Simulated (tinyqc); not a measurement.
Resistance of a tapered via with liner, size effect and interface: two steps of the calculation.

A round via whose diameter grows from db at the bottom as D(z) = db + 2 z/tan(ang). The fill, of diameter D - 2 tl, starts above the bottom liner (thickness fb tl) and has rho = rho0 (1 + ks lam/(D - 2 tl)); the sidewall liner conducts in parallel with it. The bottom liner and the interface are crossed over the full area pi db^2/4. Spreading in the lines above and below is left out.

Inputs (values chosen for the exercise); fill metal close to tungsten:
- db = 33 nm (diameter at the bottom)
- hv = 110 nm (height)
- ang = 88 degrees (sidewall angle)
- rho0 = 5.29 uohm cm (bulk resistivity of the fill)
- lam = 15.3 nm (mean free path of the fill)
- ks = 1 (size-effect factor)
- tl = 1.7 nm (liner on the sidewall)
- fb = 1 (liner at the bottom over that on the sidewall)
- rl = 260 uohm cm (resistivity of the liner)
- ri = 5.3e-13 ohm cm^2 (interface resistivity at the bottom)
- Sb = 9.1e14 S/m^2 (ballistic conductance per area, about 3/(4 rho0 lam))

Task 1. Slices of the via. Slices between z0 = fb tl and hv, evaluated at their midpoints: conductance per length pi/4 [(D - 2 tl)^2/rho + (D^2 - (D - 2 tl)^2)/rl], slice resistance = slice height over that. 6 slices.

Wanted: z; D; rho; slice resistance.

Result 1.

| slice | z (nm) | D (nm) | rho (uohm cm) | slice resistance (ohm) |
|---|---|---|---|---|
| 0 | 10.72 | 33.75 | 7.957 | 1.971 |
| 1 | 28.77 | 35.01 | 7.851 | 1.793 |
| 2 | 46.83 | 36.27 | 7.752 | 1.638 |
| 3 | 64.88 | 37.53 | 7.661 | 1.502 |
| 4 | 82.92 | 38.79 | 7.577 | 1.382 |
| 5 | 101.0 | 40.05 | 7.498 | 1.276 |

Task 2. Total resistance. R_fill = sum of the slices; R_bottom = rl fb tl/(pi db^2/4); R_interface = ri/(pi db^2/4); ballistic (Sharvin) limit 1/(Sb pi (db - 2 tl)^2/4); ideal cylinder rho0 hv/(pi db^2/4).

| slice | slice resistance (ohm) |
|---|---|
| 0 | 1.9710879 |
| 1 | 1.7934212 |
| 2 | 1.6383328 |
| 3 | 1.5022003 |
| 4 | 1.3820924 |
| 5 | 1.2756184 |

Find: parts; R; shares; ballistic limit; ideal cylinder.

Result 2.

parts (ohm): fill 9.563, bottom liner 5.168, interface 0.06197
R = 14.79 ohm
shares (%): fill 64.65, bottom liner 34.94, interface 0.42
ballistic limit = 1.597 ohm
ideal cylinder = 6.803 ohm

The fill is the largest part, and R is 2.17 times the ideal cylinder. With 2000 slices R = 14.797 ohm.

Numbers from tinyqc (`OMP_NUM_THREADS=1 python tinyqc.py 2750069 2750070 out.jsonl`; about 0.01 s on one thread of a shared Intel Xeon 2.30GHz).
